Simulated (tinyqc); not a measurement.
## Space-charge-limited current with shallow traps: from ohmic to space-charge-limited current

One carrier type, drift only, an injecting contact at x = 0 (zero field) and thickness L. The share th = y/(1 + y), y = (Nc/Nt) exp(-Et/kB T), of the injected charge is free: J = q mu n F, eps0 eps_r dF/dx = q (n - n0)/th.

Ohmic J = q n0 mu V/L; Mott-Gurney J = (9/8) th eps0 eps_r mu V^2/L^3; they cross at Vx = 8 q n0 L^2/(9 th eps0 eps_r); traps fill at V_TFL = q Nt L^2/(2 eps0 eps_r). Exact: with u = n0/n(L), w = -u - ln(1 - u) and v = -u - u^2/2 - ln(1 - u), V = (q n0 L^2/(th eps0 eps_r)) v/w^2 and J = q^2 n0^2 mu L/(th eps0 eps_r w).

Inputs (values chosen for the exercise): temperature T = 300 K; relative permittivity eps_r = 15.5; mobility mu = 8.5 cm^2/(V s); thickness L = 690 nm; band density of states Nc = 4.2e20 cm^-3; trap density Nt = 5.8e17 cm^-3; trap depth Et = 0.29 eV; free carrier density in equilibrium n0 = 2.4e13 cm^-3.

Constants: q = 1.602176634e-19 C, kB = 1.380649e-23 J/K, Vt = kB T/q, eps0 = 8.8541878128e-14 F/cm where lengths are in cm. Results are converted to the units shown.

From ohmic to space-charge-limited current:
```
V (V)  J (A/cm^2)  ohmic (A/cm^2)  Mott-Gurney (A/cm^2)  d ln J/d ln V
0.1       0.04922         0.04737              0.003849          1.041
0.22       0.1141          0.1042               0.01863          1.103
0.49       0.2919          0.2321               0.09241          1.261
1.1        0.8879          0.5211                0.4657          1.496
2.3         2.888           1.089                 2.036          1.694
5.1         11.86           2.416                 10.01          1.841
11          50.52           5.211                 46.57          1.921
24          230.3           11.37                 221.7          1.963
53           1100           25.11                  1081          1.983
```

What does the comparison show?

The local exponent rises from 1.04 to 1.98, passing from ohmic towards the square law around Vx = 1.23 V. In the last row J is 1.7 % above the Mott-Gurney value. For V = 0.1, 0.22, 0.49, 1.1, 2.3 the voltage is under 100 kB T/q, where diffusion would add more than a third of the Mott-Gurney current.

Range of the model: Diffusion and a field-dependent mobility are left out. With injecting contacts the diffusion current, about 4 pi^2 Vt th eps0 eps_r mu V/L^3, equals the Mott-Gurney current at V = 35 kB T/q (0.9 V at 300 K), so the drift-only result needs V well above that.

tinyqc, about 0.01 s, one thread, Intel Xeon 2.30GHz (shared host): `OMP_NUM_THREADS=1 python tinyqc.py 2370119 2370120 out.jsonl`
